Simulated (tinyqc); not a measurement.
Worked calculation: chemical vapour deposition: Grove model, boundary layer, depletion and step coverage. Computed by tinyqc, a small Python program that keeps every step. Command: `OMP_NUM_THREADS=1 python tinyqc.py 3005414 3005415 out.jsonl cvd walk`. One thread of a shared host (Intel(R) Xeon(R) Processor @ 2.30GHz), about 0.05 s of CPU time with the checks. Intermediate numbers are printed to about 5 digits and carried at full precision; extremes and crossings named in words are read from the listed rows.

A precursor diffuses to the surface and reacts there at first order; each molecule that reacts adds one formula unit of film.

Inputs (values chosen for the exercise, close to those used for epitaxial silicon from a chlorosilane):
```
quantity                                            value                unit
prefactor k0 of k_s                               1.6e+07                cm/s
activation energy E                                  1.84                  eV
temperature T                                         960                   C
total pressure p                                       34                torr
mole fraction of the precursor Y                    0.015                   -
gas diffusivity D0 at 273.15 K and 760 torr          0.21              cm^2/s
film density N                                      5e+22  formula units/cm^3
precursor mass M                                      101                   u
trench width w                                       0.87                  um
aspect ratio of the trench                            6.5                   -
gas velocity U                                         33                cm/s
kinematic viscosity nu0 at 273.15 K and 760 torr     0.84              cm^2/s
susceptor length L                                     41                  cm
channel height b                                      4.7                  cm
```

Reactor: horizontal, reduced pressure.

Constants: k_B = 1.380649e-23 J/K; u = 1.6605390666e-27 kg; k_B = 8.617333262e-05 eV/K.

## Gas-phase and surface constants

k_s = k0 exp(-E/(k_B T)); C_g = Y p/(k_B T), 1 torr = 133.322 Pa; D = D0 (T/273.15)^1.75 (760/p). Temperatures in kelvin are T(C) + 273.15. Mean speed c = sqrt(8 k_B T/(pi M)); reactive sticking probability beta = 4 k_s/c.

surface rate constant k_s = 0.48328 cm/s

precursor density C_g = 3.9937e+15 1/cm^3

gas diffusivity D = 65.634 cm^2/s

mean speed c = 50843 cm/s

sticking probability beta = 3.8021e-05

## Boundary layer

nu = nu0 (T/273.15)^1.75 (760/p); Re = U L/nu; mean boundary layer delta = (2/3) L/sqrt(Re), at most b/2; h_g = D/delta.

Reynolds number Re = 5.1536

boundary layer delta = 2.35 cm

mass-transfer coefficient h_g = 27.929 cm/s

Caution: the boundary layer is capped at b/2, so U, L and nu no longer affect h_g.

## Growth rate at the inlet

Fluxes in series: C_s = C_g/(1 + k_s/h_g); growth rate G = k_s h_g/(k_s + h_g) C_g/N; 1 cm/s = 6e8 nm/min.

ratio k_s/h_g = 0.017304

C_s/C_g = 0.98299

growth rate G at the inlet = 22.767 nm/min

The surface reaction limits the rate, so temperature must be uniform.

## Depletion along the susceptor

Plug flow: U b dC/dx = -k_eff C with k_eff = k_s h_g/(k_s + h_g), so C falls as exp(-k_eff x/(U b)); the used share of the precursor is 1 - C(L)/C(0).

k_eff = 0.47506 cm/s

depletion length = 326.49 cm

rate at the outlet over rate at the inlet = 0.88199

rate at the outlet = 20.080 nm/min

11.8 % of the precursor is used.

## Reaction control against transport control

The formulas are those given above.

Rates:
```
T (C)  k_s (cm/s)  h_g (cm/s)  G (nm/min)  reaction limit (nm/min)  transport limit (nm/min)
760    1.6923e-02      20.491        0.97                     0.97                    1172.1
810    4.3934e-02      22.258        2.39                     2.40                    1214.4
860    1.0485e-01      24.087        5.44                     5.47                    1256.2
910    2.3249e-01      25.978       11.51                    11.61                    1297.6
960    4.8328e-01      27.929       22.77                    23.16                    1338.5
1010   9.4891e-01      29.941       42.36                    43.70                    1379.0
1060   1.7712e+00      32.013       74.40                    78.52                    1419.1
1110   3.1602e+00      34.143      123.59                   135.03                    1458.8
1160   5.4153e+00      36.332      194.34                   223.31                    1498.2
```

The apparent activation energy of G is 1.75 eV between the first rows and 1.55 eV between the last, against E = 1.84 eV. k_s stays below h_g, but mixed control begins at the hot end, which lowers the slope there. In the reaction limit the slope is E - k_B T, because C_g falls as 1/T; any further lowering comes from transport.

## Step coverage in a trench

In a long trench of width w and depth l = aspect ratio x w: Knudsen diffusivity D_K = (2w) c/3 (hydraulic diameter 2w), combined as 1/D_e = 1/D_K + 1/D; D_e d2C/dz2 = 2 k_s C/w with D_e dC/dz = -k_s C at the floor. With m = sqrt(2 k_s/(w D_e)): C(floor)/C(top) = 1/[cosh(m l) + (k_s/(D_e m)) sinh(m l)].

Knudsen diffusivity D_K = 2.9489 cm^2/s

effective diffusivity D_e = 2.8221 cm^2/s

modulus m l = 0.035481

step coverage = 0.99927

Wall collisions limit transport in the trench; then m l = aspect ratio x sqrt(3 beta)/2, 0.0347, whatever the width. Coverage is nearly conformal. Caution: the hydraulic-diameter form of D_K is rough for a slit.

Checks made by the program: step coverage against a numerical boundary-value solution (relative difference below 1e-10).
